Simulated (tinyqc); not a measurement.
Thermal displacements in the Debye model: Debye-Waller factors, bond-length spread and the Lindemann rule: one step, computed by the program tinyqc. Command: `OMP_NUM_THREADS=1 python tinyqc.py 3011785 3011786 out.jsonl debyewaller walk`. One thread of a shared host (Intel(R) Xeon(R) Processor @ 2.30GHz), about 0.01 s of CPU time with the checks.

A Debye spectrum with three branches of one velocity, cut at k_B Theta; 4 atoms per cube, nearest neighbours at d = 0.707107 a.

Question. Mean-square displacement. <u_x^2> = (3 hbar^2/(2 M k_B Theta)) int_0^1 s coth(s Theta/(2T)) ds (64 Gauss-Legendre points); it tends to 3 hbar^2/(4 M k_B Theta) at T = 0 and to 3 hbar^2 T/(M k_B Theta^2) at high T. B = 8 pi^2 <u_x^2>.

Inputs (values chosen for the exercise, modelled on nickel): atomic mass M = 58.69 u; Debye temperature Theta = 390 K; temperature T = 300 K.

Structure: fcc.

Constants: hbar^2/u = 4.18015928e-03 eV angstrom^2; k_B = 8.617333262e-05 eV/K.

Give: <u_x^2>; zero-point value; classical value; B factor.

Answer.

<u_x^2> = 0.0051165 angstrom^2

zero-point value = 0.0015895 angstrom^2

classical value = 0.0048907 angstrom^2

B factor = 0.40398 angstrom^2

The zero-point value is 31.1 % and the classical value 95.6 % of the full result; the two are limits, not parts that add.
